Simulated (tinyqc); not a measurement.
Mesh against broadening: interband optics of a two-band s-p chain from momentum matrix elements.

H(k) = [[Es - 2 ts cos ka, 2i V sin ka], [-2i V sin ka, Ep_ + 2 tp cos ka]] in the basis s, p; the lower band is full, with two electrons a cell. The velocity operator times hbar is W = dH/dk (eV angstrom); intra-atomic dipoles are left out.

With w(k) = |<c|W|v>|^2 and D(k) = Ec - Ev, on the mesh k_j = (j + 1/2)/N (2 pi/a): eps(E) = 1 + (8 pi e2/(a Ar)) mean_j (w/D^2) [1/(D - E - i eta) + 1/(D + E + i eta)], e2 = e^2/(4 pi eps0); light polarised along the chains, no local fields.

Constants: e^2/(4 pi eps0) = 14.39964547 eV angstrom.

Parameters, chosen for this exercise: a = 2.74 angstrom (period); Es = 1.99 eV (upper orbital (s)); Ep_ = -2.53 eV (lower orbital (p)); ts = 0.34 eV (s-s hopping); tp = 0.24 eV (p-p hopping); V = 0.67 eV (s-p hopping); Ar = 10.7 angstrom^2 (cross-section per chain); E = 2.99 eV (photon energy).

eps2 at E for three widths, and eps(0) at eta = 0; the last row is the mesh of 2000 points.

Convergence:

| N | eta = 0.03 eV | eta = 0.1 eV | eta = 0.3 eV | eps(0) |
|---|---|---|---|---|
| 4 | 0.031 | 0.101 | 0.289 | 2.0963 |
| 8 | 0.188 | 0.611 | 1.519 | 2.7980 |
| 16 | 0.290 | 0.926 | 2.039 | 2.8487 |
| 32 | 0.296 | 0.943 | 2.048 | 2.8488 |
| 64 | 0.296 | 0.943 | 2.048 | 2.8488 |
| 128 | 0.296 | 0.943 | 2.048 | 2.8488 |
| 2000 | 0.296 | 0.943 | 2.048 | 2.8488 |

What does the comparison show, and why?

The first N from which eps2 stays within 2 % of the last row is 32 for eta = 0.03, 16 for 0.1 and 16 for 0.3 eV; for eps(0) and 0.1 % it is 16. E lies outside the range of transitions, so eps2 is only the tail of the broadening and grows with eta.

(tinyqc, `OMP_NUM_THREADS=1 python tinyqc.py 1682082 1682083 out.jsonl`, Intel(R) Xeon(R) Processor @ 2.30GHz, 1 thread, shared host, about 0.01 s.)
